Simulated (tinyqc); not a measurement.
Read current of a NAND string, cells in series solved by shooting: one step of the calculation.

Cells in series, numbered from 0 at the source line (0 V) to the bit line, each followed by a gap resistance Rg. A cell with gate Vg, threshold VT, source Vs and drain Vd passes I = 2 nf K Vt^2 [F(Vs) - F(Vd)]/(1 + th max(Vg - VT, 0)), F(V) = ln^2(1 + exp((Vg - VT - nf V)/(2 nf Vt))). The selected cell has Vg = Vr, the others Vg = Vp.

Problem. Node voltages for a trial current. For a trial current I start at 0 V and, cell by cell (the selected one is cell 0), solve for the drain: sqrt(F(Vd)) = sqrt(F(Vs) - I/k), k = 2 nf K Vt^2/(1 + th max(Vg - VT, 0)), Vd = [Vg - VT - 2 nf Vt ln(exp(sqrt F) - 1)]/nf, then add I Rg.

Values chosen for this exercise; values of the order met in vertical NAND strings: temperature T = 358 K; gain factor of a cell K = 6 uA/V^2; slope factor nf = 1.2; mobility reduction factor th = 0.04 1/V; resistance of the gap between cells Rg = 20 kohm; bit-line voltage Vbl = 0.7 V; pass voltage Vp = 7.4 V; read voltage on the selected word line Vr = 1.91 V.

Constants: q = 1.602176634e-19 C, kB = 1.380649e-23 J/K, Vt = kB T/q. Results are converted to the units shown.

second trial current = 0.93 uA
thresholds from the source end, cell 0 to 3 (V): [1.2, 4.2, 4.2, 4.2]

Give: node voltage after each cell and gap, trial 2.

Solution.

node voltage after each cell and gap, trial 2, cell 0 to 3 (V): [0.3203, 0.4018, 0.4857, 0.5722]

tinyqc, about 0.7 s, one thread, Intel Xeon 2.30GHz (shared host): `OMP_NUM_THREADS=1 python tinyqc.py 2142177 2142178 out.jsonl`
